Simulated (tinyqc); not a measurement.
Thermoelectric coefficients of a parabolic band, Landauer integrals: one step of the calculation.

Bulk parabolic band, x = (E - Ec)/kB T, C = hbar^2/(2 m0), kB T in eV. Modes per area gv m kB T x/(4 pi C) times the back-scattering length l0 x^rr give the transport function s0 X(x), s0 = (2 q^2/h) gv m kB T l0/(4 pi C), X = x^(1 + rr). I_k = int X (x - eta)^k w dx, w = 1/(4 cosh^2((x - eta)/2)).

Question. Coefficients of the electrons. sigma = s0 I_0, S = -(kB/q) I_1/I_0, Lorenz number L = (kB/q)^2 [I_2/I_0 - (I_1/I_0)^2], kappa_e = L sigma T.

Values chosen for this exercise: temperature T = 200 K; mass of one valley m = 0.72 m0; valleys gv = 6; back-scattering length at x = 1 l0 = 21 nm; energy exponent of that length rr = 0.5; reduced Fermi level (EF - Ec)/kB T eta = -3.

Constants: q = 1.602176634e-19 C, kB = 1.380649e-23 J/K, hbar = 1.054571817e-34 J s, h = 6.62607015e-34 J s, m0 = 9.1093837015e-31 kg, Vt = kB T/q, hbar^2/(2 m0) = 0.0380998212 eV nm^2. Results are converted to the units shown.

converged I_0, I_1, I_2: [0.065049551, 0.35917800, 2.1462134]

Find: s0; sigma; S; L; kappa_e.

Answer.

s0 = 2530 S/cm
sigma = 164.6 S/cm
S = -475.8 uV/K
L = 1.860 x 1e-8 V^2/K^2
kappa_e = 0.06124 W/(m K)

L is 24 % below the Sommerfeld value (pi^2/3)(kB/q)^2 = 2.443e-8 V^2/K^2.

Range of the model: Parabolic bands, elastic scattering and a fixed kL make these model figures, not those of a material.

Computed by the program tinyqc: `OMP_NUM_THREADS=1 python tinyqc.py 2800033 2800034 out.jsonl`, one thread of a shared Intel Xeon 2.30GHz, about 0.02 s for the whole run.
